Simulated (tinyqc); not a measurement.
Ranking of structures: pair-potential crystal by lattice sums. Computed by tinyqc, a small Python program. Command: `OMP_NUM_THREADS=1 python tinyqc.py 3031925 3031926 out.jsonl pairsum walk`. One thread of a shared host (Intel(R) Xeon(R) Processor @ 2.30GHz), about 0.02 s of CPU time with the checks.

Energy per atom E = (1/2) sum over neighbours of phi(r); d is the nearest-neighbour distance.

Inputs (values chosen for the exercise, for model atoms):

| quantity | value | unit |
|---|---|---|
| well depth eps | 0.0813 | eV |
| pair minimum r0 | 3.35 | angstrom |
| cut-off r_c/r0 | 2.33 | - |
| repulsive exponent n | 14 | - |
| attractive exponent m | 6 | - |

Potential: Mie n-m. Structure: bcc.

Constants: 1 eV/angstrom^3 = 160.2176634 GPa.

Method:
- phi0(r) = eps [m (r0/r)^n - n (r0/r)^m]/(n - m); shifted-force cut-off: phi(r) = phi0(r) - phi0(r_c) - (r - r_c) phi0'(r_c) for r < r_c, zero beyond.
- Shells (distance in units of d, count): fcc 1.0000 (12), 1.4142 (6), 1.7321 (24), 2.0000 (12), 2.2361 (24), 2.4495 (8), 2.6458 (48), 2.8284 (6), 3.0000 (36), 3.1623 (24); hcp 1.0000 (12), 1.4142 (6), 1.6330 (2), 1.7321 (18), 1.9149 (12), 2.0000 (6), 2.2361 (12), 2.3805 (12), 2.4495 (6), 2.5166 (6), 2.5820 (12), 2.6458 (24), 2.7080 (6), 2.8868 (12), 3.0000 (12), 3.1091 (24), 3.1623 (12); bcc 1.0000 (8), 1.1547 (6), 1.6330 (12), 1.9149 (24), 2.0000 (8), 2.3094 (6), 2.5166 (24), 2.5820 (24), 2.8284 (24), 3.0000 (32); sc 1.0000 (6), 1.4142 (12), 1.7321 (8), 2.0000 (6), 2.2361 (24), 2.4495 (24), 2.8284 (12), 3.0000 (30), 3.1623 (24); diamond 1.0000 (4), 1.6330 (12), 1.9149 (12), 2.3094 (6), 2.5166 (12), 2.8284 (24), 3.0000 (16). Volumes per atom in d^3: fcc 0.70711, hcp 0.70711, bcc 0.76980, sc 1.00000, diamond 1.53960; hcp has the ideal c/a. Every shell inside the cut-off is summed.
- Equilibrium: dE/dd = 0 at the lowest minimum with d between 0.78 r0 and 1.45 r0; B = d^2 E''(d)/(9 Omega).

Each structure at its own equilibrium:

| structure | neighbours | d (angstrom) | E (eV/atom) | volume (angstrom^3) | B (GPa) |
|---|---|---|---|---|---|
| fcc | 12 | 3.2975 | -0.55251 | 25.354 | 35.295 |
| hcp | 12 | 3.2977 | -0.55280 | 25.359 | 35.376 |
| bcc | 8 | 3.2377 | -0.52106 | 26.126 | 32.487 |
| sc | 6 | 3.2453 | -0.34506 | 34.179 | 16.504 |
| diamond | 4 | 3.2779 | -0.19443 | 54.226 | 5.946 |

The order is hcp < fcc < bcc < sc < diamond; hcp lies 0.28 meV below fcc. fcc (-0.552515 eV) and hcp (-0.552796 eV) share two shells and differ from the third on. Pair forces reward the number of bonds: diamond reaches only 35 % of the best binding. Caution: each structure is relaxed in d alone and may be unstable against shear; the tiny fcc-hcp difference depends on the cut-off.

Extremes, crossings and ranges named in words are read from the listed rows.
